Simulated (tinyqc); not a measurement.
Hueckel theory of the pi electrons, for the molecule Bc1ccc[cH-]1 (SMILES; centres numbered as the heavy atoms are written), step by step. One step of it, computed by the program tinyqc.

Task: Energy, charges, bond orders. E = sum n x; q_r = z_r - P_rr; bond order p = P_rs; free valence = sqrt(3) - sum of p over the bonds of the atom.

x values: 2.047607  0.772301  0.618034  -0.802161  -1.618034  -1.907746

occupations: 2.000000  2.000000  2.000000  0.000000  0.000000  0.000000

charge and bond-order matrix P, lower triangle:
```
           1B         2C         3C         4C        5C        6C
1B   0.202963
2C   0.477063   1.194454
3C   0.184303   0.568840   1.142565
4C  -0.186021  -0.209095   0.701495   1.158727
5C  -0.186021  -0.209095  -0.192933   0.605940  1.158727
6C   0.184303   0.568840  -0.304649  -0.192933  0.701495  1.142565
```

Centres:
```
centre  z_r, pi electrons of the neutral centre          h
1B                                            0  -0.890000
2C                                            1   0.000000
3C                                            1   0.000000
4C                                            1   0.000000
5C                                            1   0.000000
6C                                            1   0.000000
```

Bonds:
```
i  j         k
1  2  0.800000
2  3         1
3  4         1
4  5         1
5  6         1
6  2         1
```

Give: pi energy = 6 alpha + this times beta; pi charges; Bond orders and lengths from R = 1.517 - 0.180 p; free valence of the carbons; gap between the highest filled and the next level.

Result:

pi energy = 6 alpha + this times beta = 6.8759

pi charges: 1B -0.2030, 2C -0.1945, 3C -0.1426, 4C -0.1587, 5C -0.1587, 6C -0.1426

Bond orders and lengths from R = 1.517 - 0.180 p (angstrom, C-C alone):
```
bond       p       R
1-2   0.4771       -
2-3   0.5688  1.4146
3-4   0.7015  1.3907
4-5   0.6059  1.4079
5-6   0.7015  1.3907
6-2   0.5688  1.4146
```

free valence of the carbons: 2C 0.1173, 3C 0.4617, 4C 0.4246, 5C 0.4246, 6C 0.4617

gap between the highest filled and the next level = 1.4202 |beta|
